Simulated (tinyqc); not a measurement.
Current of a Schottky diode by thermionic-emission-diffusion theory, and its read-back from I-V-T and C-V data: one step, computed by the program tinyqc. Command: `OMP_NUM_THREADS=1 python tinyqc.py 3027447 3027448 out.jsonl schottky walk`. One thread of a shared host (Intel(R) Xeon(R) Processor @ 2.30GHz), about 0.01 s of CPU time with the checks.

Full ionisation, no tunnelling, no recombination current. V is the voltage across the junction itself, forward positive.

Task: Current. N_c(T) = N_c (T/300 K)^(3/2); V_bi = phi_0 - (k_B T/e) ln(N_c(T)/N); surface field F = sqrt(2 e N (V_bi - V - k_B T/e)/(eps eps_0)); image lowering d_phi = sqrt(e F/(4 pi eps eps_0)); effective barrier phi = phi_0 - d_phi. Collection velocity v_R = A* T^2/(e N_c(T)); diffusion velocity v_D = mu F; J = e N_c(T) v_R/(1 + v_R/v_D) exp(-phi/k_B T) [exp(e V/k_B T) - 1]. Terminal voltage V + J R_s.

Inputs (values chosen for the exercise, modelled on n-type silicon):

| quantity | value | unit |
|---|---|---|
| Richardson constant A* | 115 | A/(cm^2 K^2) |
| effective density of states at 300 K, N_c | 2.9e+19 | 1/cm^3 |
| permittivity eps | 11.7 | - |
| mobility mu | 1400 | cm^2/(V s) |
| barrier without image force phi_0 | 0.764 | eV |
| doping N | 5e+16 | 1/cm^3 |
| series resistance R_s | 3.3 | milliohm cm^2 |
| junction voltage V | 0.24 | V |
| temperature T | 423 | K |

Barrier: uniform.

Constants: k_B = 8.617333262e-05 eV/K; e = 1.602176634e-19 C; eps_0 = 8.8541878128e-12 F/m.

Give: v_R; v_D; current density J; terminal voltage.

Result:

v_R = 2.645e+06 cm/s

v_D = 8.473e+07 cm/s

current density J = 24.07 A/cm^2

terminal voltage = 0.3194 V

v_D/v_R = 32.0: emission over the barrier limits the current.
